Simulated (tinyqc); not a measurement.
Crystallisation kinetics and data retention of a phase-change cell: one step of the calculation.

Johnson-Mehl-Avrami-Kolmogorov law X = 1 - exp(-y^n), y = integral of k dt, k = (1/100 s) exp[-(Ec q/kB)(1/T - 1/T1)].

Task. A heating ramp. T rises at the rate b. Start with y = k (kB Ta^2/(q Ec))/b, the integral from cold to Ta to leading order; over each step k is taken as exponential in T, so y gains (dT/b)(k2 - k1)/ln(k2/k1). dX/dt = n y^(n - 1) k exp(-y^n), listed as 0 once y^n exceeds 23.

Values chosen for this exercise; values of the order of Ge-Sb-Te and related chalcogenides:
- Ec = 3.04 eV (activation energy of crystallisation)
- T1 = 432 K (temperature at which the rate k is 1/(100 s))
- n = 2.5 (Avrami exponent)
- b = 2 K/min (heating rate)
- Ta = 394 K (start of the ramp table)
- dT = 5 K (step of the table)
- m = 10 (steps)

Constants: q = 1.602176634e-19 C, kB = 1.380649e-23 J/K. Results are converted to the units shown.

Find: T; k; y; X; dX/dt.

Result.

```
point,T (K),k (1/s),y,X,dX/dt (1/s)
0,394,3.7976e-6,5.0133e-4,5.6273e-9,1.0657e-10
1,399,1.1663e-5,0.0015528,9.5011e-8,1.7840e-9
2,404,3.4836e-5,0.0047293,1.5381e-6,2.8324e-8
3,409,1.0130e-4,0.014069,2.3479e-5,4.2264e-7
4,414,2.8710e-4,0.040823,3.3666e-4,5.9183e-6
5,419,7.9369e-4,0.11555,0.0045285,7.7586e-5
6,424,0.0021421,0.31927,0.055970,9.1204e-4
7,429,0.0056493,0.86177,0.49813,0.0056704
8,434,0.014569,2.2741,0.99959,5.1259e-5
9,439,0.036771,5.8712,1.0000,0
10,444,0.090890,14.842,1.0000,0
```

Range of the model: One Arrhenius rate is assumed; incubation, growth from the boundary and the non-Arrhenius kinetics of the supercooled liquid are left out.

tinyqc, about 0.04 s, one thread, Intel Xeon 2.30GHz (shared host): `OMP_NUM_THREADS=1 python tinyqc.py 2490145 2490146 out.jsonl`
